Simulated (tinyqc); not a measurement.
Do the excited 1s states matter for ionisation? Model: valley-orbit splitting of a donor ground state, with strain. Computed by tinyqc, a small Python program. Command: `OMP_NUM_THREADS=1 python tinyqc.py 3018151 3018152 out.jsonl valleyorbit walk`. One thread of a shared host (Intel(R) Xeon(R) Processor @ 2.30GHz), about 0.01 s of CPU time with the checks.

The basis is the 1s envelope in each valley; energies are counted from the unstrained conduction-band edge. The strain is e_s (a a^T - 1/3) for the unit stress axis a, so valley j along n_j moves by Xi_u e_s w_j with w_j = (n_j.a)^2 - 1/3: +1/3 for [111] and [-1-11], -1/3 for the others.

Inputs (values chosen for the exercise, modelled on donors in germanium):
```
quantity                                  value   unit
single-valley binding energy E_0           9.84    meV
central-cell shift Lambda                  0.57    meV
coupling Delta_1                            1.1    meV
shear deformation potential Xi_u           16.7     eV
donor density N_D                         2e+15  cm^-3
density-of-states mass of one valley m_e  0.226    m_0
```

Valleys: four along <111>. Stress axis: [110].

Constants: k_B = 8.617333262e-05 eV/K; m_0 = 9.1093837015e-31 kg; k_B = 1.380649e-23 J/K; h = 6.62607015e-34 J s.

Method:
- By symmetry: E(A1) = E_0 + Lambda + 3 Delta_1 (one state), E(T2) = E_0 + Lambda - Delta_1 (three), as binding energies.
- H_jj = -(E_0 + Lambda) + Xi_u e_s w_j; H_jk = -Delta_1 between any two valleys.
- z = sum over levels of exp(-(E - E_ground)/k_B T), the ground-state share being 1/z; N_c = 2 (2 pi m_e k_B T/h^2)^(3/2) sum_j exp(-(shift_j - lowest shift)/k_B T); n1 = N_c/(2 z) exp(-binding/k_B T), binding = lowest shift - E_ground; without compensation n = 2 N_D/(1 + sqrt(1 + 4 N_D/n1)) (Boltzmann statistics; p and higher states left out).
- No strain here. The last two columns set z = 1, with the A1 depth, or use one level at E_0 with z equal to the number of valleys.

E(A1) = 13.71 meV

Ionised share:
```
T (K)       z  all 1s states  ground state alone  no splitting
8      1.0051     1.6415e-04          1.6457e-04    1.3616e-03
13     1.0591     1.0489e-02          1.0792e-02    3.0058e-02
20     1.2335     1.0849e-01          1.1974e-01    1.7781e-01
29     1.5158     3.7276e-01          4.3541e-01    4.6127e-01
40     1.8370     6.6732e-01          7.6315e-01    7.2318e-01
64     2.3509     9.1165e-01          9.5846e-01    9.2353e-01
110    2.8859     9.8032e-01          9.9300e-01    9.8181e-01
```

What does the comparison show, and why?

z grows from 1.005 to 2.89 of at most 4. Leaving out the excited states overstates the ionised share by up to 16.8 % (at 29.0 K); ignoring the splitting misses by a factor 8.29 at the lowest T and 1.00 at the highest.

Extremes, crossings and ranges named in words are read from the listed rows.
